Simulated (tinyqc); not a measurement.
Thickness from the minima: X-ray reflectivity of a thin film on silicon: critical angles, Parratt recursion, fringes and roughness. Computed by tinyqc, a small Python program. Command: `OMP_NUM_THREADS=1 python tinyqc.py 3121503 3121504 out.jsonl xrr walk`. One thread of a shared host (Intel(R) Xeon(R) Processor @ 2.30GHz), about 0.01 s of CPU time with the checks.

n = 1 - delta + i beta; the classical electron radius is r_e = 2.8179403e-6 nm. Layer 0 is vacuum, 1 the film, 2 the substrate.

Inputs (values chosen for the exercise, modelled on Si3N4 on silicon, copper K-alpha radiation):
```
quantity                                        value     unit
wavelength lambda                             0.15406       nm
film density rho                                 2.97   g/cm^3
effective electrons per unit mass, film         0.502    mol/g
beta/delta, film                                0.017        -
film thickness d                                   11       nm
roughness of the surface sigma_1                 0.39       nm
roughness of the interface sigma_2               0.32       nm
substrate density                                2.33   g/cm^3
effective electrons per unit mass, substrate    0.507    mol/g
beta/delta, substrate                           0.023        -
grazing angle theta                              1.77  degrees
```

Constants: N_A = 6.02214076e+23 1/mol.

Method:
- delta = r_e lambda^2 rho_e/(2 pi), rho_e = density x electrons per mass x N_A; critical angle sqrt(2 delta), q_c = 4 sqrt(pi r_e rho_e).
- k_j = (2 pi/lambda) sqrt(sin^2 theta - 2 delta_j + 2 i beta_j); r_ij = (k_i - k_j)/(k_i + k_j) x exp(-2 k_i k_j sigma^2) (Nevot-Croce); r = (r_01 + r_12 p)/(1 + r_01 r_12 p), p = exp(2 i k_1 d); R = |r|^2.
- Far above the critical angle the period is d theta = lambda/(2 d), or 2 pi/d in q; the envelope runs between (|r_01| - |r_12 p|)^2 and (|r_01| + |r_12 p|)^2; contrast = 2 a b/(a^2 + b^2) with a = |r_01|, b = |r_12 p|; roughness factors on the amplitudes are about exp(-q^2 sigma^2/2).
- Minima of R theta^4 are located on 6001 points over 7.5 periods, from 1.15 times the larger critical angle. With refraction, sin^2(theta_m) = 2 delta + m^2 (lambda/(2 d))^2, m integer or half-integer; the first six minima are used, and the first order is the one that minimises the largest residual of the least-squares line plus the distance of its intercept from 2 delta. Without refraction, d = lambda/(2 x mean step of sin theta).

Constants:
```
layer      rho_e (1/nm^3)        delta         beta  critical angle (degrees)  q_c (1/nm)
film              897.865  9.55747e-06  1.62477e-07                  0.250501    0.356621
substrate         711.402  7.57263e-06  1.74170e-07                  0.222977    0.317437
```

period in theta = 0.401227 degrees

Minima:
```
order m  theta (degrees)  sin^2 theta
1                 0.4777    0.0000695
2                 0.8433    0.0002166
3                 1.2330    0.0004630
4                 1.6287    0.0008078
5                 2.0269    0.0012509
6                 2.4261    0.0017919
```

d with refraction = 10.979 nm

d without refraction = 11.330 nm

What follows from these numbers?

Against d = 11 nm the errors are -0.19 % with and +3.00 % without refraction. The orders are integers, as r_01 and r_12 have opposite signs for a film denser than the substrate.

Extremes, crossings and ranges named in words are read from the listed rows.
